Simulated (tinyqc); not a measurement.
What each parameter does: band edges of strained Si(1-x)Ge(x) on relaxed Si(1-y)Ge(y).

Values are linear in the Ge fraction but for ED(x) = linear - CD x (1 - x) and a(x) = linear - Ca x (1 - x). Energies are on the common scale of Ev.

Coherent growth on a (001) face: e_par = (a(y) - a(x))/a(x), e_perp = -2 (C12/C11) e_par; exx = eyy = e_par, ezz = e_perp, no shear.

A valley with unit axis u lies at Ev + gap + (av + a_valley) tr(e) + Xu (u.e.u - tr(e)/3); the Delta axes are x, y, z and the L axes [111], [1-1-1], [-11-1], [-1-11]. The second-order shift of the Delta valleys under shear is left out; it lowers the pair normal to the sheared plane by tens of meV at a shear of 1 %.

Valence edges: Ev plus the levels of the 6 x 6 matrix of X, Y, Z times spin with -Dso/3 + l exx + m (eyy + ezz) on the diagonal (cyclic), n exy off it, l = av + 2 b, m = av - b, n = sqrt(3) d. Spin-orbit term (Dso/3) L.sigma on X, Y, Z with (L_k)_ij = -i epsilon_kij: <X+|H|Y+> = -i Dso/3, <X+|H|Z-> = Dso/3, <Y+|H|Z-> = -i Dso/3, <Z+|H|X-> = -Dso/3, <Z+|H|Y-> = i Dso/3, <X-|H|Y-> = i Dso/3, and their conjugates; + and - are the spin along z.

Inputs chosen for the exercise (end members near Si and Ge, in this order; the results hold for these values, not for the real material):
- a = (5.438, 5.653) angstrom (lattice constant)
- Dso = (0.044, 0.291) eV (spin-orbit splitting)
- av = (2.46, 1.22) eV (valence hydrostatic potential)
- b = (-2.09, -2.56) eV (tetragonal shear potential)
- d = (-4.83, -5.28) eV (trigonal shear potential)
- C11 = (166, 129.3) GPa
- C12 = (63.6, 48.7) GPa
- C44 = (78.9, 67.3) GPa
- Ev = (0, 0.62) eV (top of the unstrained valence band)
- ED = (1.15, 0.919) eV (gap to the Delta valleys)
- EL = (2.004, 0.732) eV (gap to the L valleys)
- aD = (1.68, 1.43) eV (hydrostatic potential of the Delta gap)
- aL = (-3.02, -2.6) eV (hydrostatic potential of the L gap)
- XuD = (9.18, 9.31) eV (uniaxial potential, Delta)
- XuL = (16.74, 14.83) eV (uniaxial potential, L)
- CD = 0.191 eV (bowing of the Delta gap)
- Ca = 0.024 angstrom (bowing of the lattice constant)
- face = 001 (growth face)
- x = 0 (Ge fraction of the layer)
- y = 0.28 (Ge fraction of the relaxed buffer)

dEc = Ec(buffer) - Ec(layer), dEv = Ev(layer) - Ev(buffer); buffer edges Ev(y) and Ev(y) + min(ED, EL).

One parameter was then changed.

Results before and after:
```
case,gap (eV),valence splitting (meV),dEc (eV),dEv (eV)
base,0.9973,101.4,0.1285,-0.0789
changed,0.9808,101.4,0.1450,-0.0789
```

Which of these changes was made? (a) CD = 0.241 eV; (b) y = 0.31; (c) Dso = (0.051, 0.335) eV; (d) XuD = (10.557, 10.706) eV; (e) aD = (1.932, 1.644) eV; (f) C12 = (73.14, 56.005) GPa; (g) x = 0.03; (h) d = (-5.554, -6.072) eV.

Answer: (d) XuD = (10.557, 10.706) eV. Of the candidates, run in turn, only this one gives the changed row.

All candidates:
```
case,gap (eV),valence splitting (meV),dEc (eV),dEv (eV)
base,0.9973,101.4,0.1285,-0.0789
x = 0.03,1.0024,89.2,0.1168,-0.0724
y = 0.31,0.9793,113.6,0.1442,-0.0860
CD = 0.241 eV,0.9973,101.4,0.1184,-0.0789
"C12 = (73.14, 56.005) GPa",0.9834,108.5,0.1405,-0.0771
"aD = (1.932, 1.644) eV",1.0004,101.4,0.1253,-0.0789
"Dso = (0.051, 0.335) eV",0.9986,100.1,0.1285,-0.0802
"XuD = (10.557, 10.706) eV",0.9808,101.4,0.1450,-0.0789
"d = (-5.554, -6.072) eV",0.9973,101.4,0.1285,-0.0789
```

The lowest valleys of the layer are Delta2, so among the conduction-band potentials only those of that family reach the gap and dEc; the buffer is unstrained. A shift large enough to swap the lowest family would change that.

(tinyqc, `OMP_NUM_THREADS=1 python tinyqc.py 1051134 1051135 out.jsonl`, Intel(R) Xeon(R) Processor @ 2.30GHz, 1 thread, shared host, about 0.01 s.)
